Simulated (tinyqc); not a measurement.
Lossy package transmission line with skin effect: two steps of the calculation.

A uniform line in a homogeneous dielectric: c = sqrt(er)/(c0 Z0), l = Z0 sqrt(er)/c0 (c0 = 299792458 m/s), g = w c td, w = 2 pi f. The resistance joins its limits as r = sqrt(r_dc^2 + r_hf^2), with r_dc = rho/(wd th), r_hf = kr rho/(2 delta (wd + th)), delta = sqrt(rho/(pi f mu0)), mu0 = 4 pi 1e-7 H/m; this is an interpolation, and internal inductance, up to 0.05 nH/mm at low frequency, is neglected.

Parameters, values chosen for the exercise: length len = 10 mm; source resistance Rg = 50 ohm; load resistance RL = 1e5 ohm; load capacitance CL = 100 fF; frequency f = 0.28 GHz.

Problem 1. Propagation constant and impedance. gamma = sqrt((r + i w l)(g + i w c)) = alpha + i beta, Zc = sqrt((r + i w l)/(g + i w c)), roots with positive real part; loss 8.685889638 alpha in dB; phase velocity w/beta.

r = 0.11013223 ohm/mm
l = 0.29643134 nH/mm
c = 146.38585 pF/m
g = 5.1507086e-4 S/m

Give: gamma len; Zc; loss; phase velocity over c0; r/(w l).

Solution 1.

gamma len = 0.01229+0.11652i
Zc = 45.252-4.680i ohm
loss = 0.010672 dB/mm
phase velocity over c0 = 0.50365
r/(w l) = 0.21118

Problem 2. Reflection, input impedance and transfer. ZL = 1/(1/RL + i w CL); reflection (ZL - Zc)/(ZL + Zc); Zin = Zc (ZL + Zc tanh(gamma len))/(Zc + ZL tanh(gamma len)); H = V_load/V_source = [Zin/(Zin + Rg)]/[cosh(gamma len) + (Zc/ZL) sinh(gamma len)].

gamma len = 0.01228653+0.11651608i
Zc = 45.252099-4.680307i ohm

Find: ZL; reflection at the load; Zin; H; |H|.

Solution 2.

ZL = (0.322-5.666i) x 1e3 ohm
reflection at the load = 0.9973-0.0158i
Zin = 2.4-361.6i ohm
H = 0.9877-0.1381i
|H| = -0.02373 dB

Numbers from tinyqc (`OMP_NUM_THREADS=1 python tinyqc.py 2810196 2810197 out.jsonl`; about 0.01 s on one thread of a shared Intel Xeon 2.30GHz).
